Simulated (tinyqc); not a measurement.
# Ellipsometry and reflectance of a transparent film on an absorbing substrate, step by step

tinyqc, about 0.01 s, one thread, Intel Xeon 2.30GHz (shared host): `OMP_NUM_THREADS=1 python tinyqc.py 2870141 2870142 out.jsonl` Printed values are rounded.

Air (index 1), film, substrate with N2 = n2 - i k2; time factor exp(+i w t). q_j = sqrt(N_j^2 - sin^2 th), root with positive real part. Fresnel coefficients r_s = (q_a - q_b)/(q_a + q_b), r_p = (N_b^2 q_a - N_a^2 q_b)/(N_b^2 q_a + N_a^2 q_b). tan(Psi) exp(i Delta) = R_p/R_s, Delta taken from 0 to 360 degrees.

Values chosen for this exercise; indices close to those of silicon dioxide on silicon:
```
symbol,value,unit,meaning
lam,405,nm,wavelength
th,70,degrees,angle of incidence
n1,1.467,,index of the transparent film
d,1.7,nm,film thickness
n2,5.42,,index of the substrate
k2,0.329,,extinction coefficient of the substrate
```

## Interface coefficients and thickness period

q0, q1, q2 and the coefficients r01 and r12 for p and s; the results repeat in d with the period lam/(2 q1).

q0 = 0.3420201
q1 = 1.126529
q2 = 5.338232-0.334039i
r01,p = -0.2096391
r01,s = -0.5342066
r12,p = 0.4855955-0.0224631i
r12,s = -0.6524144+0.0179600i
period = 179.7557 nm

## Psi, Delta and reflectances

beta = 2 pi d q1/lam, X = exp(-2 i beta), R = (r01 + r12 X)/(1 + r01 r12 X) for p and s.

beta = 0.02971091 rad
X = 0.9982350-0.0593869i
R_p = 0.3039119-0.0606764i
R_s = -0.8795692+0.0222988i
Psi = 19.40377 degrees
Delta = 170.1615 degrees
|R_p|^2 = 0.09604410
|R_s|^2 = 0.7741392

The bare substrate gives Psi = 19.30 and Delta = 175.51 degrees.
